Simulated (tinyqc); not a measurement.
## Free and trapped electrons in a MOS channel with a dense trap tail: effect of the decay energy of the tail

p-type body, charge-sheet picture, full ionisation (an idealisation for deep acceptors), Boltzmann statistics for free electrons. e = Ec - EF at the surface. Acceptor-like traps of density D(E) = D0 + De exp(-E/Ew) at depth E below Ec, from 0 to Eu, hold n_t = integral of D(E)/(1 + exp((e - E)/Vt)). psi = Eg - Vt ln(Nv/Na) - e; N_dep = sqrt(2 eps0 eps_r Na (psi - Vt)/q); n_f = sqrt(N_dep^2 + 2 eps0 eps_r Vt Nc exp(-e/Vt)/q) - N_dep; Vg = Vfb + psi + q (N_dep + n_t + n_f)/Cox, Cox = eps0 eox/tox.

VT is the Vg for n_f = 1e11 cm^-2; swing ln 10 n_f/(dn_f/dVg) at n_f = 1e8 cm^-2; the last three columns are for Vg = VT + 2.4 V, with free share n_f/(n_f + n_t) and field-effect mobility mf q (dn_f/dVg)/Cox; there EF is near the band edge, where Boltzmann statistics are rough.

Parameters, values chosen for the exercise; band and dielectric values close to those of 4H silicon carbide:
- T = 300 K (temperature)
- Eg = 3.23 eV (band gap)
- eps_r = 9.81 (relative permittivity)
- Nc = 1.71e19 cm^-3 (conduction-band density of states at T)
- Nv = 2.46e19 cm^-3 (valence-band density of states at T)
- eox = 3.9 (relative permittivity of the insulator)
- tox = 30 nm (insulator thickness)
- Na = 1.9e17 cm^-3 (acceptor density)
- Vfb = -2.33 V (flat-band voltage without trapped charge)
- D0 = 9.4e10 cm^-2 eV^-1 (constant background density of acceptor-like traps)
- De = 1.8e13 cm^-2 eV^-1 (density of the tail at the conduction edge)
- Eu = 0.62 eV (depth below Ec down to which the traps reach)
- mf = 130 cm^2/(V s) (mobility of free electrons)

Constants: q = 1.602176634e-19 C, kB = 1.380649e-23 J/K, Vt = kB T/q, eps0 = 8.8541878128e-14 F/cm where lengths are in cm. Results are converted to the units shown.

Effect of the decay energy of the tail:

| Ew (eV) | e at VT (eV) | VT (V) | q n_t/Cox at VT (V) | swing (mV/decade) | n_f (cm^-2) | free share (%) | field-effect mobility (cm^2/(V s)) |
|---|---|---|---|---|---|---|---|
| 0.03 | 0.05798 | 4.610 | 0.2819 | 105.8 | 1.441e12 | 74.23 | 119.4 |
| 0.05 | 0.05798 | 4.902 | 0.5745 | 124.0 | 1.329e12 | 61.66 | 116.2 |
| 0.07 | 0.05798 | 5.265 | 0.9375 | 166.5 | 1.256e12 | 51.93 | 113.8 |
| 0.09 | 0.05798 | 5.667 | 1.340 | 225.8 | 1.205e12 | 44.50 | 112.0 |
| 0.11 | 0.05798 | 6.090 | 1.762 | 292.3 | 1.168e12 | 38.78 | 110.6 |
| 0.13 | 0.05798 | 6.518 | 2.191 | 360.0 | 1.141e12 | 34.34 | 109.5 |
| 0.15 | 0.05798 | 6.944 | 2.616 | 425.6 | 1.119e12 | 30.84 | 108.6 |
| 0.17 | 0.05798 | 7.359 | 3.032 | 487.4 | 1.101e12 | 28.05 | 107.9 |

As Ew goes from 0.03 to 0.17, VT rises from 4.61 to 7.36 V, its part due to traps rises from 0.282 to 3.03 V, the swing rises from 106 to 487 mV/decade and the field-effect mobility falls from 119 to 108 cm^2/(V s).

tinyqc, about 0.02 s, one thread, Intel Xeon 2.30GHz (shared host): `OMP_NUM_THREADS=1 python tinyqc.py 2222149 2222150 out.jsonl`
